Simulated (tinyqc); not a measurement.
Length of a molecular wire: coherent transport through a tight-binding bridge. Computed by the program tinyqc. T = Gamma_L Gamma_R |G_1n|^2 with the self-energies of semi-infinite chains.

A uniform bridge between two chains:

| parameter | value |
|---|---|
| site energy (eV) | 5.170000 |
| hopping in the bridge (eV) | 1.490000 |
| lead hopping (eV) | 2.890000 |
| couplings (eV) | 1.04, 1.19 |
| E (eV) | -0.340000 |

Transmission against length:

| sites | T | ln T |
|---|---|---|
| 2 | 2.0583e-03 | -6.186 |
| 3 | 1.7756e-04 | -8.636 |
| 4 | 1.5321e-05 | -11.086 |
| 5 | 1.3221e-06 | -13.536 |
| 7 | 9.8442e-09 | -18.436 |
| 8 | 8.4946e-10 | -20.886 |
| 9 | 7.3300e-11 | -23.336 |
| 10 | 6.3251e-12 | -25.787 |

Estimate the missing row, sites = 6.

Computed row:
```
sites           T     ln T
6      1.1408e-07  -15.986
```

E lies outside the band of the bridge (|E - e|/2h = 1.849 > 1), so T decays as exp(-beta n) with beta = 2 arccosh(1.849) = 2.4500 a site; the last two rows give 2.4500.
